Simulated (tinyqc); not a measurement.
From alignment C back to share x of the charge in a wide tail: correction of a charged-defect supercell by a model charge and potential alignment (plane-averaged potentials). Computed by tinyqc, a small Python program. Command: `OMP_NUM_THREADS=1 python tinyqc.py 3112441 3112442 out.jsonl align inv`. One thread of a shared host (Intel(R) Xeon(R) Processor @ 2.30GHz), about 0.04 s of CPU time with the checks.

The "true" defect charge is (1 - x) q in a Gaussian of width sigma plus x q in one of width sigma_t, so the exact answer is known; the correction sees only a single model Gaussian of width sigma_m. A Gaussian of width s has the transform rho(G) = exp(-G^2 s^2/2), normalised to 1. A uniform background cancels q, so G = 0 is left out. Potentials are those felt by a unit positive charge. E_0 is the formation energy of the isolated defect, E_cell its value in the supercell, E_lat = E_iso - E_per of the model charge, C the true less the model potential far from the defect; the exact correction is E_0 - E_cell, and the error of a scheme is E_cell plus its correction less E_0.

Inputs (values chosen for the exercise, with screening close to that of diamond):
```
quantity                                     value      unit
defect charge q                                  1         e
dielectric constant eps                       5.88         -
edge of the cubic cell L                      14.8  angstrom
width sigma of the true defect charge          1.2  angstrom
width sigma_m of the model charge              0.9  angstrom
width sigma_t of the tail                      1.9  angstrom
formation energy of the isolated defect E_0   3.69        eV
```

Constants: e^2/(4 pi eps_0) = 14.39964548 eV angstrom.

Method:
- Periodic energy E_per = (2 pi q^2/(eps L^3)) (e^2/(4 pi eps_0)) sum_(G != 0) rho(G)^2/G^2, G = (2 pi/L)(n1, n2, n3), |n_i| <= 16. Isolated energy: two Gaussians of charges q_a, q_b and widths a, b interact by q_a q_b (e^2/(4 pi eps_0 eps)) sqrt(2/pi)/sqrt(a^2 + b^2), and the self-energy is half the sum over pairs.
- Supercell value E_cell = E_0 + E_per - E_iso for the true charge.
- E_lat = E_iso - E_per for the model charge; point-charge value alpha q^2 e^2/(4 pi eps_0 eps 2 L) with alpha = 2.837297.
- Plane-averaged potential at distance z from the defect: V(z) = (4 pi q/(eps L^3)) (e^2/(4 pi eps_0 e)) sum_(m != 0) rho(G_m) cos(G_m z)/G_m^2, G_m = 2 pi m/L, |m| <= 40.
- C = difference at z = L/2; E_corr = E_cell + E_lat - q C. For charges that have died out at L/2, C = (2 pi q/(eps L^3)) (e^2/(4 pi eps_0 e)) (<s^2> - sigma_m^2), <s^2> = (1 - x) sigma^2 + x sigma_t^2.

Problem. A run gave the result below. Find the share x of the charge in a wide tail, known to lie between 0.21 and 0.4.

alignment C = 0.005824135 V

Solution.

Each step takes the trial c = (a f_b - b f_a)/(f_b - f_a), f being the result less the target and a, b, c the logarithms of the listed values; c replaces end b, the old b replaces a if the sign of f changed, and otherwise f_a is halved.

Scan of the range:
```
share x of the charge in a wide tail  alignment C (V)
0.210                                      0.00515195
0.234                                      0.00539900
0.260                                      0.00566664
0.290                                      0.00597545
0.323                                      0.00631515
0.359                                      0.00668572
0.400                                      0.00710777
```

False position (Illinois rule, in the logarithm of the input) inside the bracket:
```
step     end a     end b     trial  alignment C (V)
1     0.260000  0.290000  0.274891       0.00581992
2     0.290000  0.274891  0.275289       0.00582403
3     0.290000  0.275289  0.275310       0.00582424
4     0.275289  0.275310  0.275300       0.00582413
```

Alignment C rises at every point of a 13-point scan of the range (every second point is shown), so one value fits; it is bracketed by 0.260 and 0.290. The scan shows a straight line, so linear interpolation between any two rows gives the answer at once. Answer: share x of the charge in a wide tail = 0.2753.
